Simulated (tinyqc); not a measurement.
Three-phonon processes in a diatomic chain: dispersion, energy and momentum conservation, and decay channels of optical phonons: one step, computed by the program tinyqc. Command: `OMP_NUM_THREADS=1 python tinyqc.py 3121021 3121022 out.jsonl threeph walk`. One thread of a shared host (Intel(R) Xeon(R) Processor @ 2.30GHz), about 0.05 s of CPU time with the checks.

Cell length a, two atoms, one spring constant. x = q a/pi runs from -1 to 1; A and O are the acoustic and optical branches. Matrix elements are not computed: only conservation laws and occupation factors are followed.

Problem. Dispersion. omega^2 = k (1/m + 1/M) -/+ k sqrt((1/m + 1/M)^2 - 4 sin^2(pi x/2)/(m M)); nu = 15.6333042 THz x sqrt(omega^2) for eV/(angstrom^2 u).

Inputs (values chosen for the exercise, for a model chain): light mass m = 69.7 u; heavy mass M = 71.1 u; spring constant k = 8.3 eV/angstrom^2.

Constants: nu for 1 eV/(angstrom^2 u) = 15.6333042 THz.

Give: the table «Branches» with the columns nu_A (THz), nu_O (THz), for x = 0.10, 0.20, 0.35, 0.50, 0.65, 0.80, 0.90, 1.00.

Solution.

Branches:
```
x     nu_A (THz)  nu_O (THz)
0.10       0.842       10.70
0.20       1.679       10.60
0.35       2.914       10.33
0.50       4.108        9.92
0.65       5.246        9.37
0.80       6.310        8.69
0.90       6.971        8.17
1.00       7.554        7.63
```
